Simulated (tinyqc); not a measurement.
Temperature: two-band k.p model of the X valleys of a zinc-blende crystal.

k along the valley axis, counted from X, c = hbar^2/2m0, e = c k^2/ml. H = [[e - D/2, i P k], [-i P k, e + D/2]] with P^2 = D0 c/ml, so E = e -/+ sqrt(D^2/4 + D0 e). For D = 0 (diamond lattice) the bands cross at X.

With x = D/D0: for x < 1 the minima lie at k_m = sqrt(ml D0 (1 - x^2)/(4 c)), the hump at X has the height dE = (D0/4)(1 - x)^2 and the mass at the minimum is ml/(1 - x^2); the mass at X is ml/(1 - 1/x), negative for x < 1. For x > 1 the minimum is at X.

Thermal masses along the axis for one X point, lower band, E from the minimum, on 1601 points from -0.8 to 0.8 1/angstrom: density-of-states mass m_d = c I^2/(pi kT), I = integral of exp(-E/kT) dk; conductivity mass m_c = 2 c kT/<(dE/dk)^2> with central differences.

Constants: hbar^2/2m0 = 3.80998211 eV angstrom^2; kB = 8.617333262e-05 eV/K.

Inputs chosen for the exercise (out of a larger set: of the order of those of cubic SiC; not measured data):
```
symbol  value  unit  meaning
D       2.997  eV    splitting of the two conduction levels at X
D0      1.131  eV    coupling energy
ml      0.401  m0    mass along the axis from remote bands
```

Thermal masses against T.

Results:
```
T (K)  kT (meV)    m_d    m_c
10         0.86  0.644  0.644
20         1.72  0.644  0.644
50         4.31  0.644  0.643
100        8.62  0.643  0.642
200       17.23  0.642  0.640
300       25.85  0.641  0.638
500       43.09  0.639  0.635
```

m_d goes from 0.644 to 0.639 and m_c goes from 0.644 to 0.635. Both start from the edge mass 0.644 and tend to ml = 0.401 for kT far above D0. 

tinyqc: `OMP_NUM_THREADS=1 python tinyqc.py 1850233 1850234 out.jsonl`; about 0.01 s, one thread, shared Intel(R) Xeon(R) Processor @ 2.30GHz.
